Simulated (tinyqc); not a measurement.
Inside a calculation. Model: drifting, spreading and decaying minority pulse (Haynes-Shockley), Crank-Nicolson time steps.

Numbers from tinyqc (`OMP_NUM_THREADS=1 python tinyqc.py 2310015 2310016 out.jsonl`; about 0.01 s on one thread of a shared Intel Xeon 2.30GHz). Printed values are rounded.

Low injection in a uniform field: dn/dt = D d2n/dx2 - v dn/dx - n/tau with D = mu Vt and v = mu F towards +x. Exact solution on an infinite bar for a Gaussian start at x0: n = N0 exp(-t/tau) exp(-(x - x0 - v t)^2/(2 s^2))/sqrt(2 pi s^2), s^2 = s0^2 + 2 D t.

Values chosen for this exercise; mobility close to that of gallium arsenide at room temperature: temperature T = 300 K; minority-carrier mobility mu = 394 cm^2/(V s); sweep field along the drift F = 2.6 V/cm; mesh step hx = 130 um; lifetime tau = 0.00031 s; injected sheet density N0 = 3e10 cm^-2; time step dt = 1.2e-5 s; initial width (standard deviation) s0 = 150 um.

Constants: q = 1.602176634e-19 C, kB = 1.380649e-23 J/K, Vt = kB T/q. Results are converted to the units shown.

## Coefficients of the scheme

Exponentially fitted fluxes: d = F hx/Vt, B(d) = d/(exp(d) - 1), k = D dt/hx^2; (L n)_i = a n_(i-1) + b n_i + c n_(i+1) with a = k B(-d), c = k B(d), b = -a - c - dt/tau. Explicit steps keep n positive for dt up to 1/[(D/hx^2)(B(d) + B(-d)) + 1/tau].

D = 10.1857 cm^2/s
v = 1024.40 cm/s
d = 1.30744
a = 1.29625
b = -1.68561
c = 0.350650
positivity limit of dt = 7.11909e-6 s

dt is 1.7 times the explicit limit. On this mesh the fitted flux acts like a diffusion coefficient (d/2) coth(d/2) D = 1.14 D for a travelling pulse, before the error of the time steps.

## Initial pulse

Nodes x_i = i hx, i = 1 to 11, n = 0 at nodes 0 and 12; the Gaussian at t = 0 with x0 = 4 hx.

```
node,n at t = 0 (1e11 cm^-3)
1,0.27166
2,1.77637
3,5.48073
4,7.97885
5,5.48073
6,1.77637
7,0.27166
8,0.01960
9,0.00067
10,0.00001
11,0.00000
```

## Step 1: densities after a time step

(L n)_i = a n_(i-1) + b n_i + c n_(i+1), n = 0 beyond the ends. Crank-Nicolson step: solve n(new) - L n(new)/2 = n + L n/2.

```
node,n at t = 1 dt (1e11 cm^-3)
1,0.29963
2,1.12941
3,2.68566
4,4.59384
5,5.46159
6,4.23773
7,2.22708
8,0.91289
9,0.33981
10,0.12389
11,0.04358
```

## Step 2: densities after a time step

As before.

```
node,n at t = 2 dt (1e11 cm^-3)
1,0.19728
2,0.67550
3,1.56481
4,2.77343
5,3.85778
6,4.17912
7,3.44832
8,2.22023
9,1.19783
10,0.57940
11,0.25107
```

## Course in time

The same steps, now on nodes 1 to 60 (n = 0 at nodes 0 and 61), for 24 steps; centre = sum x n/sum n. Deviations are from the exact pulse, as a share of its largest value on the nodes; a run counts as stable if they stay under 100 %.

Course of the iteration:
```
step,hx sum n (cm^-2),centre (um),"most negative n (cm^-3), 0 if none",largest deviation (% of the peak)
1,2.87077e10,646.030,0,4.87
2,2.75064e10,771.867,0,5.53
3,2.63909e10,897.083,0,5.58
4,2.53457e10,1021.69,0,5.60
5,2.43571e10,1145.82,0,5.62
6,2.34162e10,1269.62,0,5.65
7,2.25171e10,1393.18,0,5.68
8,2.16559e10,1516.57,0,5.71
9,2.08296e10,1639.83,0,5.78
...,...,...,...,...
16,1.58795e10,2501.31,0,6.16
17,1.52763e10,2624.31,0,6.19
18,1.46961e10,2747.30,0,6.22
19,1.41380e10,2870.28,0,6.24
20,1.36011e10,2993.26,0,6.26
21,1.30846e10,3116.24,0,6.28
22,1.25877e10,3239.22,0,6.30
23,1.21096e10,3362.19,0,6.34
24,1.16498e10,3485.17,0,6.38
```

The run is stable. After 24 steps the deviation is 6.4 % of the peak. From step 1 to the last the centre has moved at 1.00 v and the content is 1.7 % below N0 exp(-t/tau). On an endless mesh these steps would give a speed of 1.00 v and a content of 1.00 times the exact one, from dt/tau = 0.0387 alone; the rest comes from the absorbing ends.
